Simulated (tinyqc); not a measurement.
Relaxation at fixed composition: composition and strain of an epitaxial Si(1-x)Ge(x) layer from Raman and X-ray peaks. Computed by tinyqc, a small Python program. Command: `OMP_NUM_THREADS=1 python tinyqc.py 3013971 3013972 out.jsonl epiraman walk`. One thread of a shared host (Intel(R) Xeon(R) Processor @ 2.30GHz), about 0.01 s of CPU time with the checks.

A (001) layer, biaxially strained in the plane. The Raman peaks follow empirical lines omega = w0 + c1 x + c3 x^3 + b eps (c3 for Si-Ge alone), with eps the in-plane strain.

Inputs (values chosen for the exercise, modelled on silicon-germanium):
```
quantity                        value      unit
Ge fraction x                    0.45         -
lattice constant of Si          5.431  angstrom
lattice constant of Ge          5.658  angstrom
bowing B                        0.027  angstrom
2 C12/C11 of Si                 0.769         -
2 C12/C11 of Ge                 0.747         -
Si-Si: w0                       520.6      1/cm
Si-Si: c1                       -68.4      1/cm
Si-Si: strain coefficient b      -771      1/cm
Ge-Ge: w0                         280      1/cm
Ge-Ge: c1                        18.9      1/cm
Ge-Ge: strain coefficient b      -422      1/cm
X-ray wavelength             1.540598  angstrom
```

Substrate: germanium.

Method:
- Relaxed lattice constant a(x) = a_Si + (a_Ge - a_Si) x - B x (1 - x).
- In-plane constant a_par = a_sub + R (a(x) - a_sub); eps = a_par/a(x) - 1; eps_perp = -(2 C12/C11) eps with 2 C12/C11 linear in x; a_perp = a(x) (1 + eps_perp).
- (004) Bragg angle theta = arcsin(2 lambda/a), with a = a_perp for the layer and a_sub for the substrate; separation = layer less substrate. The apparent x is the one that a fully strained layer (R = 0) would need to give the same a_perp.

Signatures; columns: (1) R; (2) eps (per mille); (3) Si-Si (1/cm); (4) Ge-Ge (1/cm); (5) a_perp (angstrom); (6) (004) separation (arcsec); (7) apparent x if R = 0 is assumed:
```
(1)      (2)     (3)     (4)     (5)     (6)      (7)
0.00  23.800  471.47  278.46  5.4266  5763.4  0.45000
0.15  20.230  474.22  279.97  5.4416  5372.0  0.48753
0.30  16.660  476.97  281.47  5.4566  4983.4  0.52477
0.50  11.900  480.64  283.48  5.4765  4469.2  0.57396
0.70   7.140  484.31  285.49  5.4965  3959.7  0.62266
0.85   3.570  487.07  287.00  5.5115  3580.5  0.65887
1.00   0.000  489.82  288.50  5.5265  3203.8  0.69482
```

Full relaxation moves the Si-Si peak by +18.35 per cm and shrinks the X-ray separation to 56 % of its strained value, about 1/(1 + 2 C12/C11). A symmetric reflection alone cannot part x from R: a relaxed layer read as strained gives x = 0.695 in place of 0.45. An asymmetric reflection or a second peak is needed.

Extremes, crossings and ranges named in words are read from the listed rows.
